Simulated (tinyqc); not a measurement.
# Worked calculation: resistance of a source-drain extension with a graded tip

Program tinyqc, `OMP_NUM_THREADS=1 python tinyqc.py 2282263 2282264 out.jsonl`; Intel Xeon 2.30GHz, shared host, one thread, about 0.03 s. Printed values are rounded.

y runs along the channel, the gate covers y > 0. The doping is N0 for y < y0 and N0 10^(-(y - y0)/la) beyond, uniform over the depth xj. Sheet conductance s(y) = q mu(N) max(N - Nch, 0) xj + (for y > 0) ma Cox Vo, with mu(N) = u0 + (u1 - u0)/(1 + (N/Nr)^au) and Cox = eps0 eox/tox. Current is taken as one-dimensional; depletion of the tip, spreading and the contact are left out. The metallurgical junction lies at yj, where N = Nch.

Parameters, values chosen for the exercise; mobility law close to that of electrons in silicon:
- eox = 3.9 (relative permittivity of the gate insulator (close to silicon dioxide))
- tox = 2.2 nm (insulator thickness)
- N0 = 1e20 cm^-3 (active doping of the extension far from the gate)
- la = 3.9 nm/decade (lateral abruptness)
- y0 = 2.6 nm (position under the gate where the fall begins (gate edge at 0))
- xj = 18 nm (depth of the extension)
- Nch = 4.6e17 cm^-3 (channel doping)
- Vo = 0.5 V (gate overdrive)
- ma = 110 cm^2/(V s) (mobility of the gate-induced layer)
- u1 = 1414 cm^2/(V s) (mobility at low doping)
- u0 = 68.5 cm^2/(V s) (mobility at high doping)
- Nr = 9.2e16 cm^-3 (reference doping)
- au = 0.711 (exponent)
- Lg = 60 nm (gate length)

Constants: q = 1.602176634e-19 C, eps0 = 8.8541878128e-14 F/cm where lengths are in cm. Results are converted to the units shown.

## Sheet resistances and junction position

yj = y0 + la log10(N0/Nch); sheet resistance of the full extension 1/[q mu(N0)(N0 - Nch) xj] and of the gate-induced layer 1/(ma Cox Vo); metallurgical length Lg - 2 yj; ye is where the doped and the gate-induced conductances are equal.

yj = 11.7152 nm
sheet resistance of the extension = 447.920 ohm/square
sheet resistance of the induced layer = 11583.7 ohm/square
metallurgical length = 36.5695 nm
ye = 9.31879 nm
N at ye = 1.89336e18 cm^-3

The gate takes over 2.40 nm before the junction, where N is still 4.12 times the channel doping.

## Resistance of the overlapped part

Midpoint rule on 10 equal steps from 0 to yj: R_ov = sum h/s(y), per width.

| point | y (nm) | N (cm^-3) | doped conductance (uS) | sheet resistance (ohm/square) |
|---|---|---|---|---|
| 0 | 0.585762 | 1e20 | 2232.54 | 431.245 |
| 1 | 1.75729 | 1e20 | 2232.54 | 431.245 |
| 2 | 2.92881 | 8.23549e19 | 1868.94 | 511.439 |
| 3 | 4.10034 | 4.12381e19 | 1009.01 | 912.959 |
| 4 | 5.27186 | 2.06494e19 | 562.216 | 1541.92 |
| 5 | 6.44338 | 1.03399e19 | 324.204 | 2435.86 |
| 6 | 7.61491 | 5.17757e18 | 191.832 | 3595.05 |
| 7 | 8.78643 | 2.59260e18 | 112.629 | 5026.19 |
| 8 | 9.95796 | 1.29821e18 | 59.5442 | 6855.30 |
| 9 | 11.1295 | 6.50060e17 | 18.4584 | 9543.20 |

R_ov = 36.650 ohm um

The exact integral is 36.877 ohm um; the coarse sum is 0.61 % below it.
